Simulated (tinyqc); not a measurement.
Resistance of a circular point contact between the ballistic and the diffusive limit: one step of the calculation.

Two half-spaces of a free-electron metal (one valley, spin 2) meet through a circular opening of radius a in an insulating sheet.

Question. Resistances. kF = (3 pi^2 n)^(1/3), resistivity rho = hbar kF/(n q^2 l). Maxwell: RM = rho/(2 a); Sharvin: RS = 4 rho l/(3 pi a^2); interpolation R = RS + gamma RM, gamma = (1 + 0.83 K)/(1 + 1.33 K), K = l/a.

Parameters, values chosen for the exercise:
- l = 2.9 nm (mean free path)
- a = 3.9 nm (radius of the opening)

rho = 686.56911 uohm cm

Give: RM; RS; gamma; R.

Answer.

RM = 880.2 ohm
RS = 555.6 ohm
gamma = 0.8131
R = 1271 ohm

The Sharvin term makes up 43.7 % of R; it equals (h/2q^2) over the number of modes.

Computed by the program tinyqc: `OMP_NUM_THREADS=1 python tinyqc.py 2760086 2760087 out.jsonl`, one thread of a shared Intel Xeon 2.30GHz, about 0.01 s for the whole run.
